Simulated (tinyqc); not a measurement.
From results back to parameters: delta-doped layer in the Thomas-Fermi potential. Three cases, with inputs chosen for the exercise.

Problem. The depth of the well was computed from a hidden sheet density.

All donors ionised in the plane z = 0, zero temperature, energies from the Fermi level EF of the Thomas-Fermi model, which lies at the bulk band edge; c = hbar^2/2m0, q = e^2/(4 pi eps0). Layer in a (001) plane: two valleys with m_z = ml, m_d = mt (unprimed) and four with m_z = mt, m_d = sqrt(ml mt) (primed); m3 = (ml mt^2)^(1/3), gv = 6. With n = (gv/3 pi^2)(m3 (-V)/c)^(3/2) and V'' = -(4 pi q/eps) n for z > 0, the solution is V = -b/(|z| + z0)^4 with sqrt(b) = 20/K, K = (4 pi q/eps)(gv/3 pi^2)(m3/c)^(3/2), and z0^5 = 4b/(e F0), e F0 = 2 pi q N/eps; 1e13/cm^2 = 1e-3/angstrom^2. Exchange and correlation are left out.

Constants: hbar^2/2m0 = 3.80998211 eV angstrom^2; e^2/(4 pi eps0) = 14.39964547 eV angstrom.

Find: b; z0; N.

Method. b does not depend on N; z0 = (b/depth)^(1/4), e F0 = 4b/z0^5 and N = eps e F0/(2 pi q).

Case 1.

Values chosen (out of a larger set: near those of a delta-doped layer in Si; not measured data): ml = 0.927 m0 (longitudinal mass); mt = 0.19 m0 (transverse mass); eps = 11.6 (dielectric constant).

depth = 0.631457 eV

Solution.

b = 6.616e+04 eV angstrom^4
z0 = 17.99 angstrom
N = 18.0 x 1e13/cm^2

Case 2.

Values chosen (out of a larger set: near those of a delta-doped layer in Si; not measured data): ml = 0.925 m0 (longitudinal mass); mt = 0.194 m0 (transverse mass); eps = 11.5 (dielectric constant).

depth = 0.086113 eV

Solution.

b = 6.250e+04 eV angstrom^4
z0 = 29.19 angstrom
N = 1.50 x 1e13/cm^2

Case 3.

Values chosen (out of a larger set: near those of a delta-doped layer in Si; not measured data): ml = 0.92 m0 (longitudinal mass); mt = 0.19 m0 (transverse mass); eps = 11.7 (dielectric constant).

depth = 0.166141 eV

Solution.

b = 6.781e+04 eV angstrom^4
z0 = 25.28 angstrom
N = 3.40 x 1e13/cm^2

Computed by tinyqc, one run a case: `OMP_NUM_THREADS=1 python tinyqc.py N N+1 out.jsonl` with N = 1281851, 1281863, 1282029; one thread of a shared Intel(R) Xeon(R) Processor @ 2.30GHz, about 0.3 s a run at most.
